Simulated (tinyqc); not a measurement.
From wire to sheet: nanosheet or nanowire with hard walls, valleys of the Si type.

Six ellipsoidal valleys along the cube axes: inverse mass tensor w = 1/mt + (1/ml - 1/mt) a a^T with a the unit axis. Device axes: x along the channel, z = [001], y = z x x.

Hard walls around a W x H rectangle. The block w_c of w in (y, z) confines; the transport mass follows from 1/m_x = w_xx - w_xc w_c^-1 w_cx. The cross-section problem c (w_yy ky^2 + 2 w_yz ky kz + w_zz kz^2), c = hbar^2/2m0, is solved in products sin(n pi y/W) sin(l pi z/H), n, l = 1 to 12; if w_yz = 0 the levels are c pi^2 (w_yy n^2/W^2 + w_zz l^2/H^2). The w_yz term couples (n, l) to (n', l') by -2 c w_yz D_nn'(W) D_ll'(H) with D_nm(L) = 4 n m/(L (n^2 - m^2)) for n + m odd and 0 otherwise.

Without degeneracy the line density is N1 exp((EF - Ec)/kB T) with N1 = sum 2 g sqrt(m_x kB T/(4 pi c)) exp(-E/kB T), here over n, l up to 80 where w_yz = 0 and over all levels of a 12 x 12 sine basis otherwise; the classical value is W H Nc with Nc = 2 g_all (m_dos kB T/(4 pi c))^(3/2), m_dos = (ml mt^2)^(1/3); dVt = kB T ln(W H Nc/N1).

Constants: hbar^2/2m0 = 3.80998211 eV angstrom^2; kB = 8.617333262e-05 eV/K.

Parameters, chosen for this exercise (near those of Si; not measured data):
- ml = 0.918 m0 (longitudinal mass)
- mt = 0.189 m0 (transverse mass)
- T = 300 K (temperature)
- g_all = 6 (number of valleys)
- channel = 110 (transport direction x on a (001) wafer)
- H = 46 angstrom (height, along z = [001])
- Ws = (30, 40, 60, 90, 140, 220, 350) angstrom (widths)

Valleys:

| group | valleys g | w_yy | w_zz | \|w_yz\| | m_x (m0) |
|---|---|---|---|---|---|
| A | 2 | 5.29101 | 1.08932 | 0.00000 | 0.18900 |
| B | 4 | 3.19016 | 5.29101 | 0.00000 | 0.55350 |

Lowest level of each group (groups ordered by w_zz, then w_yy) and dVt against the width.

Results:

| W (angstrom) | A1 (eV) | B1 (eV) | dVt (mV) |
|---|---|---|---|
| 30 | 0.2404 | 0.2273 | 189.1 |
| 40 | 0.1437 | 0.1690 | 126.7 |
| 60 | 0.0746 | 0.1273 | 79.1 |
| 90 | 0.0439 | 0.1088 | 59.9 |
| 140 | 0.0295 | 0.1001 | 51.3 |
| 220 | 0.0235 | 0.0965 | 46.8 |
| 350 | 0.0210 | 0.0950 | 44.3 |

What does the comparison show?

dVt falls from 189 to 44 mV. The lowest group changes from B to A between W = 30 and 40 angstrom (H = 46). At the widest W the lowest level is 0.0210 eV; the film limit c pi^2 w_zz/H^2 of that group is 0.0194 eV.

Computed by tinyqc, a small Python program: `OMP_NUM_THREADS=1 python tinyqc.py 1252592 1252593 out.jsonl` (the numbers bound the seed that draws the inputs); one thread of a shared host (Intel(R) Xeon(R) Processor @ 2.30GHz), about 0.03 s for the whole set of steps.
